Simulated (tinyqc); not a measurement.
A ladder of methods, and size consistency: correlation methods against full CI in the 3-21g basis, for H2, spin multiplicity 1. Computed by the program tinyqc with PySCF. Command: `OMP_NUM_THREADS=1 python tinyqc.py 114846 114847 out.jsonl`; one thread of a shared host (Intel(R) Xeon(R) Processor @ 2.60GHz), about 0.5 s.

Geometry (angstrom):
```
atom       x       y       z
H     0.0000  0.0000  0.0000
H     0.0000  0.0000  0.9200
```

RHF energy of one = -1.105266 hartree

All electrons correlated; +Q is the Davidson correction (1 - c0^2) E_corr. The last columns treat two copies 100 angstrom apart as one system. FCI is the lowest singlet.

Correlation energies (hartree):
```
method   E_corr of one  share of FCI (%)  E_corr of two at 100 angstrom  two minus twice one (mhartree)
MP2          -0.019178           65.4093                      -0.038356                          0.0000
CISD         -0.029320          100.0000                      -0.057356                          1.2840
CISD+Q       -0.029994          102.2973                      -0.059806                          0.1820
CCSD         -0.029320          100.0000                      -0.058640                          0.0000
CCSD(T)      -0.029320          100.0000                      -0.058640                          0.0000
FCI          -0.029320          100.0000                              -                               -
```

MP2 recovers 65 %, CISD 100.0 % and CCSD 100.0 % of the FCI value (c0^2 = 0.977 in CISD). MP2 and coupled cluster are size consistent, so their last column vanishes; CISD loses 1.28 mhartree, since a double excitation on each copy is a quadruple of the pair, and the Davidson correction leaves +0.18. With two electrons, or one virtual orbital, CISD and CCSD are exact for one copy, so +Q overshoots there.
